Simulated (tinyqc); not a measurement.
# One gate, two gates and a surrounding gate

Below threshold the potential that source and drain add obeys Laplace's equation, vanishes on the gates and decays along the channel as exp(-k y). The same ts (depleted depth over a conducting body, body thickness or wire diameter), ti and permittivities in three geometries; k is the smallest positive root of: one gate, f(k) = eps_r sin(k ti) cos(k ts) + ei cos(k ti) sin(k ts); two gates, f(k) = ei cos(k ti) cos(k ts/2) - eps_r sin(k ti) sin(k ts/2); wire, f(k) = ei J0(u)[J1(u) Y0(v) - Y1(u) J0(v)] - eps_r J1(u)[J0(u) Y0(v) - Y0(u) J0(v)], u = k ts/2, v = u + k ti. Parabolic estimates of l: sqrt((eps_r/ei) ts ti); sqrt((eps_r/(2 ei)) ts ti (1 + ei ts/(4 eps_r ti))); sqrt([2 eps_r ts^2 ln(1 + 2 ti/ts) + ei ts^2]/(16 ei)), in the same order.

Values chosen for this exercise; permittivities: semiconductor close to that of gallium nitride, insulator close to that of hafnium oxide:
- eps_r = 9.33 (relative permittivity of the semiconductor)
- ei = 21.9 (relative permittivity of the insulator)
- ti = 2.9 nm (insulator thickness)
- ts = 14.9 nm (body thickness)

Scale lengths (nm):
```
                                 Lambda = pi/k  l = 1/k  l(parabolic)
one gate over a conducting body          16.25    5.173         4.291
two gates                                17.57    5.592         6.079
wire                                     11.48    3.654         4.215
```

What does the comparison show?

The wire has the shortest scale length, 0.653 times that of the double gate; the single gate over a conducting body has 0.925 times it, its layer ending directly on a conductor where the double gate has a second insulator. The parabolic estimates are 17 % below, 8.7 % above and 15 % above the exact l, in the order of the rows.

Numbers from tinyqc (`OMP_NUM_THREADS=1 python tinyqc.py 2420146 2420147 out.jsonl`; about 0.01 s on one thread of a shared Intel Xeon 2.30GHz).
